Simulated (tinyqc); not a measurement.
Keating valence-force model of a tetrahedral crystal. Changing the temperature T. Computed by tinyqc, a small Python program. Command: `OMP_NUM_THREADS=1 python tinyqc.py 3005285 3005286 out.jsonl keating sweep`. One thread of a shared host (Intel(R) Xeon(R) Processor @ 2.30GHz), about 0.06 s of CPU time with the checks.

Atom A sits at 0 and atom B at a/4 (1,1,1) of an fcc lattice; the four bonds from A are t = a/4 (1,1,1), a/4 (1,-1,-1), a/4 (-1,1,-1), a/4 (-1,-1,1), of length d = sqrt(3) a/4. Energy: E = (3 alpha/(8 d^2)) sum over bonds (r.r - d^2)^2 + (3 beta/(8 d^2)) sum over pairs of bonds at one atom (r_i.r_j + d^2/3)^2, with beta_A for the six pairs at A and beta_B for the six at B. The cell holds two atoms, Omega = a^3/4. 1 N/m = 1 J/m^2. With constants fitted to the elastic moduli this model puts optical and zone-boundary frequencies of real crystals too high, by up to about 20 % in elemental crystals and up to about 50 % in compounds, and mostly by more for TA modes; in compounds the lattice part of the static dielectric constant then comes out too low.

Inputs (values chosen for the exercise, modelled on gallium antimonide): mass M_A = 69.72 u; mass M_B = 121.76 u; bond stretching alpha = 32.7 N/m; bond bending beta_A = 6.78 N/m; bond bending beta_B = 6.78 N/m; mesh divisions n = 4.

Structure: zinc blende.

Constants: nu for 1 eV/(angstrom^2 u) = 15.6333042 THz; 1 eV/angstrom^2 = 16.02176634 J/m^2; h x 1 THz = 4.135667696 meV; k_B = 8.617333262e-05 eV/K.

Method:
- With displacements u exp(i q.r), each bracket changes by g.u, where g = (g_A, g_B): bond t, g = (-2 t, 2 t exp(i q.t)); pair (i, j) at A, g = (-(t_i + t_j), t_i exp(i q.t_j) + t_j exp(i q.t_i)); pair at B, g = (-t_i exp(-i q.t_j) - t_j exp(-i q.t_i), t_i + t_j). Then D_mn = sum over the 4 bonds and 12 pairs of (4 k/a^2) conj(g_m) g_n / sqrt(M_m M_n), with k = alpha or beta converted to eV/angstrom^2. Only the short-range forces enter; the Coulomb field of the charges is left out.
- An eigenvalue lambda of D in eV/(angstrom^2 u) gives nu = 15.6333042 THz x sqrt(lambda).
- Mesh: q = sum_i (m_i + 1/2)/n b_i, m_i = 0..n-1, with b = [[-1, 1, 1], [1, -1, 1], [1, 1, -1]] in 2 pi/a; sums over the six modes are averaged over the n^3 points and halved, per atom.
- With x = h nu/(k_B T) and n = 1/(exp(x) - 1) for each mode: F = k_B T [x/2 + ln(1 - exp(-x))], U = k_B T x (n + 1/2), S/k_B = x n - ln(1 - exp(-x)), C/k_B = x^2 n (n + 1).
- The acoustic share counts the three lowest modes at each q; zero-point energy = sum h nu/2.

One run for each value:
```
temperature T (K)  heat capacity C (k_B/atom)  acoustic share of C  entropy S (k_B/atom)  free energy F (meV/atom)
60                                     1.1549              0.83316                0.6651                     29.27
84                                     1.6578              0.71064                1.1374                     27.40
170                                    2.5173              0.55980                2.6393                     13.13
230                                    2.7175              0.53329                3.4328                     -2.64
330                                    2.8565              0.51635                4.4416                    -36.79
460                                    2.9246              0.50846                5.4028                    -92.21
640                                    2.9606              0.50438                6.3752                   -183.96
900                                    2.9800              0.50222                7.3882                   -338.77
```

Give the missing row, temperature T (K) = 120.

Computed row:
```
temperature T (K)  heat capacity C (k_B/atom)  acoustic share of C  entropy S (k_B/atom)  free energy F (meV/atom)
120                                    2.1579              0.61468                1.8208                     22.80
```

Interpolating between the two neighbouring rows (the first column on a logarithmic scale, the others too where they are positive) misses most in free energy F (meV/atom), by 17 %. Over the rows, heat capacity C (k_B/atom) rises from 1.15 to 2.98 (exponent d ln y / d ln x 1.1 between the first rows and 0.019 between the last); acoustic share of C falls from 0.833 to 0.502 (exponent d ln y / d ln x -0.47 between the first rows and -0.013 between the last); entropy S (k_B/atom) rises from 0.665 to 7.39 (exponent d ln y / d ln x 1.6 between the first rows and 0.43 between the last). At the high end the exponent of heat capacity C is 0.02, close to 0: the Dulong-Petit limit. The acoustic share tends to one half in the classical limit; here it ends at 0.502.
